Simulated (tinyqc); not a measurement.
Worked calculation: donors with valley-orbit split 1s states. Values are carried at full precision from step to step, so a last printed digit may differ when a step is redone from the rounded ones.

Each donor binds at most one electron, in any of its states. For a site s, W_s = sum over its states of g exp(E/kT), and the ionised share is 1/(1 + W_s exp(eta)), eta = (EF - Ec)/kT; n = Nc F_1/2(eta); neutrality n + NA = ND x (mean ionised share); holes are neglected. Nc from N = 2 (m kB T/(4 pi c))^(3/2) with c = hbar^2/2m0, in 1/angstrom^3; times 1e24 for 1/cm^3, m = md. F_j(eta) = (1/Gamma(j + 1)) integral_0^infinity x^j dx/(1 + exp(x - eta)), which tends to exp(eta) for eta << 0.

Constants: hbar^2/2m0 = 3.80998211 eV angstrom^2; kB = 8.617333262e-05 eV/K.

Inputs chosen for the exercise (near those of P in Si; not measured data): md = 1.076 m0 (density-of-states mass of the conduction band); E = (45.7, 34.4, 32.9) meV (binding energies of 1s(A1), 1s(T2), 1s(E)); g = (2, 6, 4) (their degeneracies with spin); T = 300 K; ND = 6.8e+16 1/cm^3 (donors); NA = 0 1/cm^3 (compensating acceptors, all ionised); mu0 = 66 cm^2/(V s) (mobility at heavy doping); mu1 = 1436 cm^2/(V s) (mobility at light doping and 300 K); Nr = 9.3e+16 1/cm^3 (reference doping); de = 0.72 (doping exponent); ga = 2.3 (temperature exponent).

## Partition sums of the neutral donor

Give each term g exp(E/kT), W_s, and the effective degeneracy W_s exp(-E_ground/kT).

Nc = 2.8009e+19 1/cm^3

terms: 1s(A1) 11.72, 1s(T2) 22.70, 1s(E) 14.28

W_s: donor 48.697

effective degeneracy: donor 8.313

The ground state alone would give 2 and all states together 12; here the excited states hold 76 % of the bound electrons.

## Neutrality

Solve for eta.

eta = -6.122
n = 6.14e+16 1/cm^3

ionised share: donor 0.903

n is 0.903 of ND - NA.

## Mobility and resistivity

Mobility (Caughey-Thomas form): mu = mu0 + (mu1 (T/300)^(-ga) - mu0)/(1 + ((ND + NA)/Nr)^de); rho = 1/(e n mu), e = 1.602176634e-19 C.

Compare with full ionisation, n = ND - NA.

mu = 827.9 cm^2/(V s)
rho = 0.123 ohm cm
rho at full ionisation = 0.111 ohm cm

Incomplete ionisation raises rho by a factor 1.11.

## Checks

- n at ND = 1e13 1/cm^3 against the root of n^2 = (Nc/W)(ND - n) (1/cm^3): both 1.000e+13.

tinyqc: `OMP_NUM_THREADS=1 python tinyqc.py 1682117 1682118 out.jsonl`; about 0.01 s, one thread, shared Intel(R) Xeon(R) Processor @ 2.30GHz.
